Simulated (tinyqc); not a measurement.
# Worked calculation: MOSFET in saturation, small-signal circuit and noise

tinyqc, about 0.01 s, one thread, Intel Xeon 2.30GHz (shared host): `OMP_NUM_THREADS=1 python tinyqc.py 2150115 2150116 out.jsonl` Printed values are rounded.

Bias by the inversion coefficient IC = I/Ispec (charge-based model with velocity saturation; weak inversion below 0.1, strong above 10). Common-source circuit: gm, gds, Cgs, Cgd and Cj at the inner nodes, Rg in series with the gate; quasi-static, no source or drain resistance, no gate-body capacitance, no substrate network, no induced gate noise, so fmax is an upper estimate.

Inputs (values chosen for the exercise): temperature T = 300 K; gate length L = 180 nm; total gate width W = 20 um; gate capacitance Cox = 0.78 uF/cm^2; mobility mu = 130 cm^2/(V s); slope factor n = 1.34; velocity-saturation length Ls = 20 nm; ratio gds/gm sg = 0.033; overlap and fringe capacitance per side Cov = 0.31 fF/um; drain junction capacitance Cj = 0.9 fF/um; sheet resistance of the gate Rsh = 15 ohm; finger width Wf = 1 um; gate contact and vertical resistance Rc = 300 ohm um; inversion coefficient IC = 1.6; short-channel excess of the noise factor gw = 0.11; oxide trap density Nt = 4.3e17 cm^-3 eV^-1; tunnelling length into the oxide lt = 0.1 nm; Coulomb scattering coefficient ac = 10000 V s/C; signal frequency f = 1 GHz.

Constants: q = 1.602176634e-19 C, kB = 1.380649e-23 J/K, Vt = kB T/q. Results are converted to the units shown.

Range of the model: fmax exceeds 4 fT, where channel resistance and substrate losses, left out here, would cap it.

## Current, transconductance and gain

Ispec = 2 n mu Cox (W/L) Vt^2, lc = Ls/L, gms = [sqrt((lc IC + 1)^2 + 4 IC) - 1]/[2 + lc (lc IC + 1)], gm = gms Ispec/(n Vt), gds = sg gm.

Ispec = 20.1799 uA
I = 32.2878 uA
gms = 0.840292
gm = 0.489497 mS
gds = 0.0161534 mS
gm/I = 15.1604 1/V

gm/I is 52.5 % of its weak-inversion limit 1/(n Vt); without velocity saturation (lc = 0) gms would be 0.860.

## Capacitances, gate resistance and cut-off frequencies

qs = [sqrt(1 + 4 IC) - 1]/2, Cgs = Cox W L qs (2 qs + 3)/(3 (qs + 1)^2) + Cov W, Cgd = Cov W, Cd = Cj W, Rg = Rsh (Wf/L)/(12 Nf) + Rc/W with Nf = W/Wf fingers (not rounded) contacted at both ends. fT = gm/(2 pi (Cgs + Cgd)), fmax = fT/(2 sqrt(Rg (gds + 2 pi fT Cgd))).

Cgs = 17.1831 fF
Cgd = 6.2 fF
Cd = 18 fF
Rg = 15.3472 ohm
fT = 3.33172 GHz
fmax = 35.1991 GHz

Overlap and fringe make up 53.0 % of the gate capacitance; fmax is 10.6 times fT.

## Admittance matrix

Inner admittances at w = 2 pi f: y11 = i w (Cgs + Cgd), y12 = -i w Cgd, y21 = gm - i w Cgd, y22 = gds + i w (Cgd + Cd). Invert to Z, add Rg to Z11 and invert back to Y.

inner y (mS):
```
                    1                   2
1  0.000000+0.146920i  0.000000-0.038956i
2  0.489497-0.038956i  0.016153+0.152053i
```

Y with Rg (mS):
```
                    1                    2
1  0.000331+0.146919i  -0.000088-0.038956i
2  0.489407-0.040059i   0.016177+0.152346i
```

## Current gain and unilateral power gain

|h21| = |Y21/Y11|; U = |Y21 - Y12|^2/(4 [Re Y11 Re Y22 - Re Y12 Re Y21]). Extrapolated at 20 dB a decade: f |h21| and f sqrt(U).

|h21| = 3.34226
U = 1238.98
f |h21| = 3.34226 GHz
f sqrt(U) = 35.1991 GHz

f |h21| is 0.32 % above the formula for fT, and f sqrt(U) within 0.01 % of that for fmax.

## Noise at the gate

Channel noise Sid = 4 kB T gam n gm with gam = (1/2 + (2/3) qs)/(1 + qs) + gw lc IC, qs = [sqrt(1 + 4 IC) - 1]/2, lc = Ls/L (the last term an empirical rise with velocity saturation); at the gate, white noise Sw = Sid/gm^2 + 4 kB T Rg. Number fluctuation with correlated mobility: S(f) = K/f, K = q^2 Vt lt Nt/(W L Cox^2) (1 + ac mu Cox I/gm)^2, Vt in eV with Nt per eV. Corner fc = K/Sw. Full shot noise would be 2 q I.

gam = 0.596624
Sid = 6.48365e-24 A^2/Hz
Sid/(2 q I) = 0.626673
sqrt(Sw) = 5.22626 nV/Hz^0.5
K = 1.48295e-10 V^2
fc = 5.42931 MHz

The gate resistance gives 0.93 % of the white noise power.
